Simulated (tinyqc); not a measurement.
RKS/BLYP in the 3-21g basis, for He, spin multiplicity 1, step by step. One step of it, computed by the program tinyqc.

Question. Iteration 1: diagonalisation and new density. Diagonalise F' = X^T F X, C = X C', fill 1 alpha and 1 beta electrons from the bottom; D = 2 C_occ C_occ^T. Each column has its largest component positive (the first on a tie).

Kohn-Sham matrix F (hartree):
```
           1He 1s     1He 2s
1He 1s   0.297602  -0.654463
1He 2s  -0.654463  -0.161029
```

X:
```
                1         2
1He 1s   1.111407  0.559855
1He 2s  -1.111407  0.559855
```

Give: F' = X^T F X; orbital energies; coefficients C; D after iteration 1.

Answer.

F' = X^T F X (hartree):
```
        1        2
1  1.7855   0.2854
2  0.2854  -0.3675
```

orbital energies (hartree): MO1 -0.4046, MO2 1.8227

coefficients C:
```
           MO1      MO2
1He 1s  0.4116   1.1744
1He 2s  0.6988  -1.0298
```

D after iteration 1:
```
        1He 1s  1He 2s
1He 1s  0.3388  0.5752
1He 2s  0.5752  0.9765
```
